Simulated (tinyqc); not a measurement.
Metal-interlayer-semiconductor contact, depinning against tunnelling resistance: two steps of the calculation.

Zero bias, n-type semiconductor. Gap states at the semiconductor surface thin out as exp(-be ti), which unpins the barrier; electrons must then cross the interlayer (a rectangular barrier, no voltage drop across it) and the parabolic depleted layer, both by WKB. Energies E are counted from the Fermi level; no image force, parabolic bands.

Values chosen for this exercise; semiconductor values close to those of In0.53Ga0.47As; interlayer mass of the order of that in silicon dioxide, offset chosen freely:

| symbol | value | unit | meaning |
|---|---|---|---|
| T | 250 | K | temperature |
| Eg | 0.729 | eV | band gap |
| eps_r | 14.3 |  | relative permittivity |
| chi | 4.52 | eV | electron affinity |
| Nc | 1.6e17 | cm^-3 | conduction-band density of states at T |
| mt | 0.04 | m0 | tunnelling mass in the semiconductor |
| mA | 0.0394 | m0 | Richardson mass |
| Nd | 5.2e18 | cm^-3 | donor density |
| E0 | 0.51 | eV | charge-neutrality level above the valence band |
| S0 | 0.15 |  | pinning factor without interlayer |
| phiM | 4.87 | eV | metal work function |
| ti | 1.1 | nm | interlayer thickness |
| dE | 3.23 | eV | conduction-band offset of the interlayer above the semiconductor |
| mi | 0.46 | m0 | tunnelling mass in the interlayer |
| be | 2.3 | 1/nm | decay constant of gap states through the interlayer |

Constants: q = 1.602176634e-19 C, kB = 1.380649e-23 J/K, eps0 = 8.8541878128e-12 F/m, hbar = 1.054571817e-34 J s, h = 6.62607015e-34 J s, m0 = 9.1093837015e-31 kg, Vt = kB T/q, hbar^2/(2 m0) = 0.0380998212 eV nm^2. Results are converted to the units shown.

Task 1. Pinning, barrier and scales. S = 1/(1 + (1/S0 - 1) exp(-be ti)); phiB = S (phiM - chi) + (1 - S)(Eg - E0); xi = Ec - EF deep inside, from Nd = Nc F(-xi/Vt), F(x) = (2/sqrt(pi)) int_0^infinity sqrt(u) du/(1 + exp(u - x)); band bending U = phiB - xi; E00 = (hbar/2) sqrt(Nd/(eps0 eps_r mt m0)) in volts; A = 4 pi q mA m0 kB^2/h^3.

Give: S; phiB; xi; U; E00; A.

Result 1.

S = 0.6890
phiB = 0.3093 eV
xi = -0.2638 eV
U = 0.5731 eV
E00 = 0.05598 eV
A = 4.735 A/(cm^2 K^2)

Task 2. Exponents and integrand on an energy grid. With U = phiB - xi: for xi < E < phiB, y = (E - xi)/U and G1 = (U/E00) [sqrt(1 - y) - y ln((1 + sqrt(1 - y))/sqrt(y))], G1 = 0 above phiB; G2 = 2 ti sqrt(mi max(phiB + dE - E, 0)/C), C = hbar^2/(2 m0); f = 1/(1 + exp(E/Vt)); integrand exp(-G1 - G2) f.

E, point 0 to 13 (eV): [-0.26, -0.22, -0.18, -0.14, -0.1, -0.06, -0.02, 0.02, 0.06, 0.1, 0.14, 0.18, 0.22, 0.26]
phiB = 0.30925761 eV
xi = -0.26379839 eV
E00 = 0.055979751 eV

Give: G1; G2; f; integrand.

Result 2.

G1, point 0 to 13: [9.9858, 8.3050, 7.0402, 5.9671, 5.0265, 4.1901, 3.4414, 2.7704, 2.1705, 1.6377, 1.1700, 0.7677, 0.4335, 0.1751]
G2, point 0 to 13: [14.900, 14.821, 14.742, 14.663, 14.583, 14.503, 14.422, 14.341, 14.259, 14.177, 14.094, 14.011, 13.927, 13.843]
f, point 0 to 13: [0.99999, 0.99996, 0.99976, 0.99850, 0.99045, 0.94186, 0.71674, 0.28326, 0.058136, 0.0095482, 0.0015034, 2.3510e-4, 3.6726e-5, 5.7363e-6]
integrand, point 0 to 13 (in units of 1e-8): [0.0016, 0.0090, 0.0347, 0.1096, 0.3017, 0.7176, 1.2516, 1.0495, 0.4259, 0.1294, 0.0353, 0.0090, 0.0021, 0.0005]

Range of the model: The depletion charge would drop about 0.35 V across such an interlayer (eps_r near 3.9) at ti = 1.1 nm and Nd = 5.2e18 cm^-3, against a band bending of 0.57 V; this model leaves that drop out.

Numbers from tinyqc (`OMP_NUM_THREADS=1 python tinyqc.py 2270130 2270131 out.jsonl`; about 0.03 s on one thread of a shared Intel Xeon 2.30GHz).
